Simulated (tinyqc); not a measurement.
## Surface potential of a MOS transistor: implicit equation and explicit approximations: accuracy of the approximations against gate voltage

p-type body, charge-sheet picture, depletion and inversion only, full ionisation (an idealisation for deep acceptors), Boltzmann statistics (rough once Na exp(x - xn) passes about Nc/7). In units of Vt: xg = (Vg - Vfb)/Vt, x = psi/Vt, G = gamma/sqrt(Vt), xn = (2 phiF + Vc)/Vt. The implicit equation is (xg - x)^2 = G^2 [x - 1 + exp(x - xn)] for x above about 3. Cox = eps0 eox/tox.

ni = sqrt(Nc Nv) exp(-Eg/(2 Vt)), Eg in volts; phiF = Vt ln(Na/ni); gamma = sqrt(2 q eps0 eps_r Na)/Cox; VT = Vfb + Vt (xn + G sqrt(xn - 1)). Depletion value a = 1 + [sqrt(G^2/4 + xg - 1) - G/2]^2; inversion value b = xn + ln[(xg - xn)^2/G^2 - xn + 1] and first guess y = min(a, b) - ln(1 + exp(-|a - b|)) if a > xn + 1, else b = y = a; one second-order correction with D = exp(y - xn), p = 2 (xg - y) + G^2 (1 + D), w = (xg - y)^2 - G^2 (y - 1 + D): z = y + 2 w/(p + sqrt(p^2 - 2 (2 - G^2 D) w)), or the Newton step z = y + w/p where the root is not real. N_inv = (Cox Vt G/q) [sqrt(x - 1 + exp(x - xn)) - sqrt(x - 1)] at the root. Lambert form (Cox m Vt/q) W0[(G/(2 m sqrt(xn - 1))) exp((Vg - VT)/(m Vt))], m = 1 + G/(2 sqrt(xn - 1)). Errors under 1e-4 mV, and the linear form below VT, are printed as 0.

Inputs (values chosen for the exercise); band and dielectric values close to those of silicon: temperature T = 250 K; band gap Eg = 1.12 eV; relative permittivity eps_r = 11.5; conduction-band density of states at T Nc = 2.13e19 cm^-3; valence-band density of states at T Nv = 1.98e19 cm^-3; relative permittivity of the gate insulator (close to aluminium oxide) eox = 8.81; insulator thickness tox = 17 nm; acceptor density Na = 1.6e17 cm^-3; flat-band voltage Vfb = -0.42 V; channel-body voltage Vc = 0 V.

Constants: q = 1.602176634e-19 C, kB = 1.380649e-23 J/K, Vt = kB T/q, eps0 = 8.8541878128e-14 F/cm where lengths are in cm. Results are converted to the units shown.

Accuracy of the approximations against gate voltage:

| Vg (V) | psi (V) | x - xn | error of y (mV) | error of z (mV) | N_inv (cm^-2) | Cox (Vg - VT)/q (cm^-2) | Lambert form (cm^-2) |
|---|---|---|---|---|---|---|---|
| 0.56 | 0.6010 | -14.38 | 0 | 0 | 1.144e4 | 0 | 6703 |
| 0.76 | 0.7539 | -7.285 | 3.33e-3 | 0 | 1.231e7 | 0 | 1.037e7 |
| 0.96 | 0.9068 | -0.1871 | 3.72 | -3.10e-3 | 1.347e10 | 0 | 1.350e10 |
| 1.16 | 0.9786 | 3.147 | 12.4 | -1.12 | 3.271e11 | 5.717e11 | 3.357e11 |
| 1.36 | 1.002 | 4.218 | 8.37 | -0.283 | 8.172e11 | 1.144e12 | 8.372e11 |
| 1.56 | 1.015 | 4.853 | 6.44 | -0.119 | 1.341e12 | 1.717e12 | 1.372e12 |
| 1.76 | 1.025 | 5.313 | 5.35 | -0.0656 | 1.878e12 | 2.290e12 | 1.918e12 |
| 1.96 | 1.033 | 5.679 | 4.63 | -0.0414 | 2.423e12 | 2.863e12 | 2.471e12 |
| 2.16 | 1.040 | 5.984 | 4.11 | -0.0285 | 2.972e12 | 3.436e12 | 3.028e12 |

psi rises from 0.601 to 1.04 V and ends 6.0 Vt above 2 phiF + Vc. Among the rows the first guess is off by at most 12 mV (at Vg = 1.16 V) and the corrected value by at most 1.1 mV. In the last row the linear form is 16 % above N_inv and the Lambert form 1.9 % above it; in the first row the Lambert form is 41 % below it. For Vg = 1.16, 1.36, 1.56, 1.76, 1.96, 2.16 the electron quasi-Fermi level lies less than 2 Vt below the band edge at the surface, or above it, where degeneracy and confinement, left out, matter.

Program tinyqc, `OMP_NUM_THREADS=1 python tinyqc.py 2122236 2122237 out.jsonl`; Intel Xeon 2.30GHz, shared host, one thread, about 0.01 s.
